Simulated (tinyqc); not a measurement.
Free and trapped electrons in a MOS channel with a dense trap tail: two steps of the calculation.

p-type body, charge-sheet picture, full ionisation (an idealisation for deep acceptors), Boltzmann statistics for free electrons. e = Ec - EF at the surface. Acceptor-like traps of density D(E) = D0 + De exp(-E/Ew) at depth E below Ec, from 0 to Eu, hold n_t = integral of D(E)/(1 + exp((e - E)/Vt)). psi = Eg - Vt ln(Nv/Na) - e; N_dep = sqrt(2 eps0 eps_r Na (psi - Vt)/q); n_f = sqrt(N_dep^2 + 2 eps0 eps_r Vt Nc exp(-e/Vt)/q) - N_dep; Vg = Vfb + psi + q (N_dep + n_t + n_f)/Cox, Cox = eps0 eox/tox.

Values chosen for this exercise; band and dielectric values close to those of silicon: temperature T = 300 K; band gap Eg = 1.12 eV; relative permittivity eps_r = 11.7; conduction-band density of states at T Nc = 2.75e19 cm^-3; valence-band density of states at T Nv = 2.7e19 cm^-3; relative permittivity of the insulator eox = 3.9; insulator thickness tox = 38 nm; acceptor density Na = 1.4e17 cm^-3; flat-band voltage without trapped charge Vfb = -0.9 V; constant background density of acceptor-like traps D0 = 1.3e10 cm^-2 eV^-1; density of the tail at the conduction edge De = 1.2e13 cm^-2 eV^-1; decay energy of the tail Ew = 0.08 eV; depth below Ec down to which the traps reach Eu = 0.97 eV; mobility of free electrons mf = 89 cm^2/(V s); Ec - EF at the surface e = 0.055 eV.

Constants: q = 1.602176634e-19 C, kB = 1.380649e-23 J/K, Vt = kB T/q, eps0 = 8.8541878128e-14 F/cm where lengths are in cm. Results are converted to the units shown.

Task 1. Trapped charge. Trapezoid rule on 15 equal steps from 0 to Eu, f = 1/(1 + exp((e - E)/Vt)).

Find: E; D(E) f; n_t.

Result 1.

```
point    E (eV)  D(E) f (cm^-2 eV^-1)
0             0             1.2788e12
1      0.064667             3.1754e12
2       0.12933             2.2678e12
3       0.19400             1.0698e12
4       0.25867             4.8593e11
5       0.32333             2.2381e11
6       0.38800             1.0694e11
7       0.45267             5.4860e10
8       0.51733             3.1653e10
9       0.58200             2.1312e10
10      0.64667             1.6704e10
11      0.71133             1.4650e10
12      0.77600             1.3735e10
13      0.84067             1.3328e10
14      0.90533             1.3146e10
15      0.97000             1.3065e10
```

n_t = 5.2736e11 cm^-2

Task 2. Charges and gate voltage. psi, N_dep, n_f and Vg as defined, with the n_t given; free share n_f/(n_f + n_t); apparent mobility mf n_f/(n_f + n_t); gate voltage spent on traps q n_t/Cox.

n_t = 5.2735890e11 cm^-2

Wanted: psi; N_dep; n_f; Vg; free share; apparent mobility; gate voltage spent on traps.

Result 2.

psi = 0.92897 V
N_dep = 1.2787e12 cm^-2
n_f = 3.7368e11 cm^-2
Vg = 3.8721 V
free share = 41.472 %
apparent mobility = 36.910 cm^2/(V s)
gate voltage spent on traps = 0.92979 V

tinyqc, about 0.02 s, one thread, Intel Xeon 2.30GHz (shared host): `OMP_NUM_THREADS=1 python tinyqc.py 2222088 2222089 out.jsonl`
